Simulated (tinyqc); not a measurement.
## Absorption edge of a degenerate semiconductor, band filling against gap narrowing: approximations to the Fermi level

n-type, parabolic bands, full ionisation. eta = (EF - Ec)/kB T solves N = Nc F12(eta), F12(x) = (2/sqrt(pi)) int_0^infinity sqrt(u)/(1 + exp(u - x)) du. The gap shrinks rigidly by dEg = a3 y^(1/3) + a4 y^(1/4) + a2 y^(1/2), y = N/1e18 cm^-3, an empirical law that is here taken as the true narrowing.

With u = N/Nc: Boltzmann ln u; Joyce-Dixon ln u + 0.353553 u - 4.95009e-3 u^2 + 1.48386e-4 u^3 - 4.42563e-6 u^4; degenerate limit (3 sqrt(pi) u/4)^(2/3). The Einstein ratio is D/(mu Vt) = F12/Fm, Fm(x) = dF12/dx = (1/sqrt(pi)) int_0^infinity u^(-1/2)/(1 + exp(u - x)) du.

Inputs (values chosen for the exercise): conduction-band density of states at 300 K, from me Nc = 5.68e17 cm^-3.

Approximations to the Fermi level:
```
N (cm^-3)	N/Nc	eta	Boltzmann	Joyce-Dixon	degenerate	D/(mu Vt)
3.8e16	0.066901	-2.6809	-2.7045	-2.6809	0.19924	1.0236
7.6e16	0.13380	-1.9642	-2.0114	-1.9642	0.31628	1.0471
1.5e17	0.26408	-1.2385	-1.3315	-1.2385	0.49764	1.0927
3e17	0.52817	-0.45296	-0.63834	-0.45296	0.78996	1.1840
6e17	1.0563	0.42293	0.054808	0.42293	1.2540	1.3629
1.2e18	2.1127	1.4741	0.74796	1.4741	1.9906	1.7066
2.4e18	4.2254	2.8565	1.4411	2.8564	3.1598	2.3457
4.7e18	8.2746	4.7667	2.1132	4.7631	4.9460	3.4344
9.3e18	16.373	7.6870	2.7956	7.5907	7.7956	5.2740
1.9e19	33.451	12.485	3.5101	9.8107	12.551	8.4127
```

Boltzmann is within 0.1 of eta up to N/Nc = 0.26, Joyce-Dixon within 0.01 up to 8.3, and the degenerate limit is off by 0.066 in the last row. The Einstein ratio rises from 1.02 to 8.41: degenerate carriers diffuse faster for the same mobility.

Range of the model: Band tails, non-parabolic bands and incomplete ionisation are left out.

Computed by the program tinyqc: `OMP_NUM_THREADS=1 python tinyqc.py 2330063 2330064 out.jsonl`, one thread of a shared Intel Xeon 2.30GHz, about 0.01 s for the whole run.
